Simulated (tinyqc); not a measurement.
## Poole-Frenkel parameters from three currents

Inverse problem. Poole-Frenkel conduction in an insulator follows J = s0 F exp[-(pt - sqrt(q F/(pi eps0 ei)))/Vt], Vt = kB T/q, F in V/cm. Find ei, pt and s0.

Constants: q = 1.602176634e-19 C, kB = 1.380649e-23 J/K, eps0 = 8.8541878128e-14 F/cm where lengths are in cm. Results are converted to the units shown.

J at (1.02 MV/cm, 300 K), (4.06 MV/cm, 300 K) and (4.06 MV/cm, 350 K) (A/cm^2): 5.4746827e-7  4.8060707  19.443917

Solution. The two fields give the lowering coefficient and so ei; the two temperatures give the lowered barrier, to which the lowering is added back.

ei = 4.080
pt = 1.010 eV
s0 = 0.02100 S/cm

Computed by the program tinyqc: `OMP_NUM_THREADS=1 python tinyqc.py 2370112 2370113 out.jsonl`, one thread of a shared Intel Xeon 2.30GHz, about 0.01 s for the whole run.
